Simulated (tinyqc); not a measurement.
Convergence with the plane-wave basis: k.p theory built from an empirical-pseudopotential calculation at Gamma.

Empirical pseudopotential on the fcc lattice, atoms at +/- tau, tau = a (1,1,1)/8, no spin-orbit coupling. H(G,G') = c (2 pi/a)^2 |k + G|^2 delta + VS(q) cos(q.tau) + i VA(q) sin(q.tau), q = G - G', c = hbar^2/2m0; k and G in units of 2 pi/a; VS at |q|^2 = 3, 8, 11 and VA at 3, 4, 11, in rydberg, zero elsewhere. The basis holds all G with |G|^2 up to a cut-off. Energies are counted from the fourth level at Gamma.

For a multiplet A of d_A states, W(B) = (4 c/(3 d_A)) sum over n in A, m in B and i = x, y, z of |<n|G_i|m>|^2 (G in 1/angstrom, <n|G_i|m> = sum_G c_n(G)* G_i c_m(G)); the mean inverse mass of A is 1 + sum_B W(B)/(E_A - E_B). Multiplets with W = 0 are left out.

Valence parameters: D(u) = c + 4 c^2 sum_m <n|u.G|m><m|u.G|n'>/(0 - E_m) on the valence triplet, in units of c, has eigenvalues L, M, M along [100] and (L + 2M + 2N)/3, (L + 2M - N)/3 twice along [111]; g1 = -(L + 2M)/3, g2 = -(L - M)/6, g3 = -N/6.

Constants: hbar^2/2m0 = 3.80998211 eV angstrom^2; Ry = 13.60569312 eV.

Parameters, chosen for this exercise (out of a larger set: near those of Ge; not measured data): a = 5.655 angstrom (lattice constant); VS = (-0.237, 0.008, 0.06) Ry (symmetric form factors); VA = (0, 0, 0) Ry (antisymmetric form factors).

E_s is the lowest empty singlet, Ep its W to the valence triplet, m its mass.

Results:

| cut-off | plane waves | E_s (eV) | Ep (eV) | m (m0) | g1 | g2 | g3 |
|---|---|---|---|---|---|---|---|
| 8 | 27 | 0.861 | 20.10 | 0.0412 | 9.94 | 3.48 | 4.42 |
| 11 | 51 | 1.041 | 20.09 | 0.0494 | 8.51 | 2.90 | 3.67 |
| 12 | 59 | 1.071 | 20.09 | 0.0507 | 8.43 | 2.78 | 3.61 |
| 16 | 65 | 1.071 | 20.09 | 0.0507 | 8.44 | 2.78 | 3.61 |
| 19 | 89 | 1.064 | 20.10 | 0.0504 | 8.48 | 2.81 | 3.63 |
| 20 | 113 | 1.053 | 20.11 | 0.0499 | 8.55 | 2.84 | 3.67 |
| 24 | 137 | 1.053 | 20.12 | 0.0498 | 8.55 | 2.84 | 3.67 |

What does the comparison show, and why?

Against the last row, E_s errs most, by -0.191 eV, at cut-off 8, and by 0.000 eV in the last row but one. Ep varies by 0.1 % over the table and m by 19.2 %: the mass, near E_s/Ep, inherits the errors of both. Local form factors fix the converged values only roughly. The gap is a difference of two levels, so it need not converge steadily, and here it does not.

Computed by tinyqc, a small Python program: `OMP_NUM_THREADS=1 python tinyqc.py 1080719 1080720 out.jsonl` (the numbers bound the seed that draws the inputs); one thread of a shared host (Intel(R) Xeon(R) Processor @ 2.30GHz), about 0.7 s for the whole set of steps.
